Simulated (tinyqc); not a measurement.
Carbon nanotube by zone folding: sweeps and comparisons. A value that a table varies takes the place of the one given here.

Circumference C = n a1 + m a2, a = sqrt3 acc; d = a sqrt(n^2 + nm + m^2)/pi; tan(theta) = sqrt3 m/(2n + m); dR = gcd(2n + m, 2m + n); T = t1 a1 + t2 a2 with t1 = (2m + n)/dR, t2 = -(2n + m)/dR, |T| = sqrt3 pi d/dR; N = 2 (n^2 + nm + m^2)/dR hexagons a cell. On cutting line mu = 0 to N - 1 at x = k|T|/(2 pi) the phases are p1 = 2 pi (-t2 mu + m x)/N, p2 = 2 pi (t1 mu - n x)/N, and E = -/+ t |1 + exp(i p1) + exp(i p2)|.

Parameters, chosen for this exercise (near those used for carbon; shifted at random, so the results belong to these values and not to a real crystal): t = 2.71 eV (hopping); acc = 1.42 angstrom (bond length); tubes = ((14, 1), (9, 5), (13, 8), (8, 0), (11, 4), (14, 13), (9, 2)) (pairs (n, m)); n = 7 (chiral index); m = 2 (chiral index).

## Semiconducting tubes compared

E11 and E22 are twice the two lowest band edges; the cone gives E11 d = 2 t acc and E22/E11 = 2.

Tubes:

| (n,m) | d (angstrom) | theta (deg) | (n - m) mod 3 | E11 (eV) | E22 (eV) | E11 d/(2 t acc) | E22/E11 |
|---|---|---|---|---|---|---|---|
| (14,1) | 11.37 | 3.4 | 1 | 0.6623 | 1.4038 | 0.979 | 2.120 |
| (9,5) | 9.62 | 20.6 | 1 | 0.7884 | 1.6154 | 0.985 | 2.049 |
| (13,8) | 14.37 | 22.2 | 2 | 0.5382 | 1.0510 | 1.005 | 1.953 |
| (8,0) | 6.26 | 0.0 | 2 | 1.2717 | 2.2450 | 1.035 | 1.765 |
| (11,4) | 10.53 | 14.9 | 1 | 0.7177 | 1.4949 | 0.982 | 2.083 |
| (14,13) | 18.31 | 28.8 | 1 | 0.4196 | 0.8387 | 0.998 | 1.999 |
| (9,2) | 7.95 | 9.8 | 1 | 0.9411 | 2.0141 | 0.972 | 2.140 |

E11 follows 1/d first. For mod 1 the scaled E11 lies below one (0.972 to 0.998) and E22/E11 on both sides of two (1.999 to 2.140). For mod 2 the scaled E11 lies above one (1.005 to 1.035) and E22/E11 below two (1.765 to 1.953). The largest departure of the scaled E11 is that of (8,0); warping acts as cos(3 theta)/d, most for thin tubes near zigzag. Below about 8 angstrom curvature, left out of zone folding, changes the gaps further.

## Neighbouring tubes

Diameter, chiral angle and twice the lowest band edge. Each row changes one parameter from the base and keeps the others.

Results:

| case | d (angstrom) | theta (deg) | gap (eV) |
|---|---|---|---|
| base | 6.408 | 12.22 | 1.2305 |
| n = 8 | 7.175 | 10.89 | 0.0000 |
| m = 3 | 6.958 | 17.00 | 1.0771 |
| t = 2.845 eV | 6.408 | 12.22 | 1.2918 |
| acc = 1.46 angstrom | 6.589 | 12.22 | 1.2305 |

The largest shifts from the base row, up to three for each result and ties (the steps differ in size, so this ranks the rows, not the parameters). d (angstrom): n +0.767, m +0.550, acc +0.181; unchanged at the printed digits by t. theta (deg): m +4.78, n -1.32; unchanged at the printed digits by t and acc. gap (eV): n -1.2305, m -0.1534, t +0.0613; unchanged at the printed digits by acc. In zone folding the gap does not depend on acc at fixed (n, m); a step in n or m changes (n - m) mod 3 and closes the gap where that becomes zero.

Run: tinyqc, `OMP_NUM_THREADS=1 python tinyqc.py 1452307 1452308 out.jsonl`; Intel(R) Xeon(R) Processor @ 2.30GHz, one thread, shared host; about 0.02 s of CPU time with all checks.
